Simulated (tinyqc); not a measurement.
Sp3 tight binding, zinc-blende lattice, step by step. Computed by tinyqc, a small Python program that keeps every step. Command: `OMP_NUM_THREADS=1 python tinyqc.py 28080 28081 out.jsonl` (the two numbers bound the seeds that draw the settings). One thread of a shared host (Intel(R) Xeon(R) Processor @ 2.60GHz), about 0.01 s of CPU time with the checks.

## Bloch Hamiltonian at k

Parameters chosen for this model: zinc-blende lattice, anion at 0, cation at a/4 (1,1,1); V = eta hbar^2 / (m d^2), hbar^2/m = 7.619964 eV angstrom^2:
```
parameter          value      unit
a               4.520000  angstrom
d               1.957217  angstrom
Es anion      -11.500000        eV
Ep anion       -5.830000        eV
Es cation     -11.500000        eV
Ep cation      -5.830000        eV
eta ss         -1.400000
eta sp          1.840000
eta pp sigma    3.240000
eta pp pi      -0.810000
V ss           -2.784856        eV
V sp            3.660097        eV
V pp sigma      6.444953        eV
V pp pi        -1.611238        eV
```

k point k (2 pi / a): 0.000000  0.730000  -0.220000

Slater-Koster rules over the four bonds with direction cosines (l, m, n): ss V_ss; s-px l V_sp; px-s -l V_sp; px-px l^2 V_pps + (1 - l^2) V_ppp; px-py l m (V_pps - V_ppp); each times exp(i k.d).

H(k) at k (eV):
```
                     a s                a px                a py                a pz
a s           -11.500000            0.000000            0.000000            0.000000
a px            0.000000           -5.830000            0.000000            0.000000
a py            0.000000            0.000000           -5.830000            0.000000
a pz            0.000000            0.000000            0.000000           -5.830000
c s            -4.313029           -2.609554  0.000000+7.248316i  0.000000-1.178259i
c px            2.609554            1.663597  0.000000+1.497329i  0.000000-9.211147i
c py  0.000000-7.248316i  0.000000+1.497329i            1.663597            3.316217
c pz  0.000000+1.178259i  0.000000-9.211147i            3.316217            1.663597

                     c s                c px                c py                c pz
a s            -4.313029            2.609554  0.000000+7.248316i  0.000000-1.178259i
a px           -2.609554            1.663597  0.000000-1.497329i  0.000000+9.211147i
a py  0.000000-7.248316i  0.000000-1.497329i            1.663597            3.316217
a pz  0.000000+1.178259i  0.000000+9.211147i            3.316217            1.663597
c s           -11.500000            0.000000            0.000000            0.000000
c px            0.000000           -5.830000            0.000000            0.000000
c py            0.000000            0.000000           -5.830000            0.000000
c pz            0.000000            0.000000            0.000000           -5.830000
```

## Levels at k

Diagonalise the Hermitian matrix.

eigenvalues (eV): -19.700474  -16.127681  -15.964962  -14.776558  0.034778  0.080126  3.945878  4.528892

weights |c|^2 of the basis functions:
```
        band 1    band 2    band 3    band 4    band 5    band 6    band 7    band 8
a s   0.391208  0.110508  0.013774  0.125125  0.258029  0.091716  0.003301  0.006337
a px  0.000280  0.176487  0.282145  0.022004  0.061691  0.024670  0.192905  0.239819
a py  0.097648  0.036275  0.013896  0.230932  0.178827  0.380375  0.008081  0.053966
a pz  0.010864  0.176730  0.190184  0.121938  0.001453  0.003238  0.295713  0.199879
c s   0.391208  0.110508  0.013774  0.125125  0.258029  0.091716  0.003301  0.006337
c px  0.000280  0.176487  0.282145  0.022004  0.061691  0.024670  0.192905  0.239819
c py  0.097648  0.036275  0.013896  0.230932  0.178827  0.380375  0.008081  0.053966
c pz  0.010864  0.176730  0.190184  0.121938  0.001453  0.003238  0.295713  0.199879
```

## Bloch Hamiltonian at G

k point G (2 pi / a): 0  0  0

As before.

H(k) at G (eV):
```
             a s       a px       a py       a pz         c s       c px       c py       c pz
a s   -11.500000   0.000000   0.000000   0.000000  -11.139426   0.000000   0.000000   0.000000
a px    0.000000  -5.830000   0.000000   0.000000    0.000000   4.296636   0.000000   0.000000
a py    0.000000   0.000000  -5.830000   0.000000    0.000000   0.000000   4.296636   0.000000
a pz    0.000000   0.000000   0.000000  -5.830000    0.000000   0.000000   0.000000   4.296636
c s   -11.139426   0.000000   0.000000   0.000000  -11.500000   0.000000   0.000000   0.000000
c px    0.000000   4.296636   0.000000   0.000000    0.000000  -5.830000   0.000000   0.000000
c py    0.000000   0.000000   4.296636   0.000000    0.000000   0.000000  -5.830000   0.000000
c pz    0.000000   0.000000   0.000000   4.296636    0.000000   0.000000   0.000000  -5.830000
```

## Levels at G

As before.

eigenvalues (eV): -22.639426  -10.126636  -10.126636  -10.126636  -1.533364  -1.533364  -1.533364  -0.360574

## Bands along a path

The same steps at evenly spaced points between the labelled ones.

Bands along the path (eV):
```
k             band 1      band 2      band 3      band 4     band 5     band 6     band 7     band 8
L         -19.478887  -18.639517  -13.349112  -13.349112  -1.714041   1.689112   1.689112   5.172446
L-G 0.20  -20.351799  -17.437397  -13.103316  -13.103316  -1.607561   1.443316   1.443316   4.736757
L-G 0.40  -21.292899  -15.528082  -12.416511  -12.416511  -1.337312   0.756511   0.756511   3.498293
L-G 0.60  -22.016452  -13.301463  -11.452811  -11.452811  -1.034773  -0.207189  -0.207189   1.692688
L-G 0.80  -22.479301  -11.158706  -10.530746  -10.530746  -1.129254  -1.129254  -1.004342  -0.017651
G         -22.639426  -10.126636  -10.126636  -10.126636  -1.533364  -1.533364  -1.533364  -0.360574
G-X 0.20  -22.424128  -11.094616  -11.094616  -10.618762  -1.413752  -0.565384  -0.565384  -0.203358
G-X 0.40  -21.782503  -13.037381  -13.037381  -11.922457  -1.083431   0.128391   1.377381   1.377381
G-X 0.60  -20.731011  -14.879667  -14.879667  -13.700792  -0.621080   0.392883   3.219667   3.219667
G-X 0.80  -19.307301  -16.131778  -16.131778  -15.659247  -0.137237   0.443785   4.471778   4.471778
X         -17.580392  -17.580392  -16.571589  -16.571589   0.250392   0.250392   4.911589   4.911589
X-W 0.20  -17.580392  -17.580392  -16.571589  -16.571589   0.250392   0.250392   4.911589   4.911589
X-W 0.40  -17.580392  -17.580392  -16.571589  -16.571589   0.250392   0.250392   4.911589   4.911589
X-W 0.60  -17.580392  -17.580392  -16.571589  -16.571589   0.250392   0.250392   4.911589   4.911589
X-W 0.80  -17.580392  -17.580392  -16.571589  -16.571589   0.250392   0.250392   4.911589   4.911589
W         -17.580392  -17.580392  -16.571589  -16.571589   0.250392   0.250392   4.911589   4.911589
```

With 4 band(s) filled, the highest filled level on these points lies at G and the lowest empty one at L: a gap of 8.4126 eV, indirect.
